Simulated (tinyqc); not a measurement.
What moves the order: mean-field antiferromagnet of the Hubbard model on the square lattice.

e(k) = -2 t (cx + cy) - 4 t2 cx cy, ci = cos ki; one electron a site; Q = (pi, pi). <n_up - n_dn> = m cos(Q.R) gives Delta = U m/2 and bands E = e+ -/+ sqrt(e-^2 + Delta^2), e+- = (e(k) +- e(k + Q))/2 (the constant U/2 is dropped). Means run over the mesh k_i = 2 pi (j + 1/2)/N of the whole zone: mu from mean(f(E-) + f(E+)) = 1; m(out) = mean of Delta (f(E-) - f(E+))/sqrt(e-^2 + Delta^2); free energy per site F = -kT mean[ln(1 + exp(-(E- - mu)/kT)) + ln(1 + exp(-(E+ - mu)/kT))] + mu + U m^2/4. Order at T > 0 in two dimensions is an artefact of mean field.

Constants: kB = 8.617333262e-05 eV/K.

Values chosen for the exercise:

| symbol | value | unit | meaning |
|---|---|---|---|
| t | 0.26 | eV | nearest hopping |
| t2 | -0.04 | eV | second hopping |
| U | 1.96 | eV | on-site repulsion |
| T | 600 | K |  |

Mesh N = 48, start m = 0.9; the gap (negative: overlap) is read for that Delta on the unshifted mesh N = 64.

Results for these values:

| case | m | Delta (eV) | gap (eV) |
|---|---|---|---|
| base | 0.8813 | 0.8636 | 1.5673 |

What happens to each result for t = 0.286 eV, all else kept?

Answer: m falls from 0.8813 to 0.8607; Delta falls from 0.8636 to 0.8435; gap falls from 1.5673 to 1.5270.

The same for each parameter in turn:

| case | m | Delta (eV) | gap (eV) |
|---|---|---|---|
| base | 0.8813 | 0.8636 | 1.5673 |
| U = 2.156 eV | 0.8992 | 0.9694 | 1.7787 |
| t = 0.286 eV | 0.8607 | 0.8435 | 1.5270 |
| t2 = -0.053 eV | 0.8813 | 0.8636 | 1.5153 |
| T = 1200 K | 0.8809 | 0.8633 | 1.5667 |

Program tinyqc; command `OMP_NUM_THREADS=1 python tinyqc.py 1650768 1650769 out.jsonl`; about 0.2 s on one thread of a shared Intel(R) Xeon(R) Processor @ 2.30GHz.
